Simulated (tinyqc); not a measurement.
Energy and delay of logic against supply voltage: one step of the calculation.

One expression serves below and above threshold: I(Vg) = Ik [ln(1 + exp((Vg - VT + dd V)/(al nf Vt)))]^al, with I_on = I(V) and I_off = I(0). Gate delay td = kd C V/I_on, clock period LD td. Per gate and cycle the switching energy is act C V^2 and the leakage energy I_off V LD td. No short-circuit current, no variation. Minima are sought above 0.09 V; below a few Vt gates no longer switch and the model has no meaning.

Question. Currents, delay and energies. I_on, I_off, td, clock frequency 1/(LD td), both energies and their sum.

Inputs (values chosen for the exercise); values of the order met in logic technologies:
- T = 358 K (temperature)
- VT = 0.43 V (threshold voltage at zero drain bias)
- nf = 1.35 (slope factor)
- dd = 0.04 (barrier lowering per volt of supply)
- Ik = 0.75 uA (specific current of a gate)
- al = 1.85 (exponent of the current law)
- C = 3.7 fF (load capacitance of a gate)
- kd = 0.9 (delay factor)
- LD = 40 (logic depth)
- act = 0.02 (activity factor)
- V = 0.95 V (supply voltage)

Constants: q = 1.602176634e-19 C, kB = 1.380649e-23 J/K, Vt = kB T/q. Results are converted to the units shown.

Find: I_on; I_off; td; clock frequency; switching energy; leakage energy; energy.

Answer.

I_on = 29.235 uA
I_off = 0.060936 nA
td = 108.21 ps
clock frequency = 0.23103 GHz
switching energy = 66.785 aJ
leakage energy = 0.25056 aJ
energy = 67.036 aJ

I_on/I_off = 4.80e5; leakage makes up 0.374 % of the energy.

tinyqc, about 0.01 s, one thread, Intel Xeon 2.30GHz (shared host): `OMP_NUM_THREADS=1 python tinyqc.py 2082014 2082015 out.jsonl`
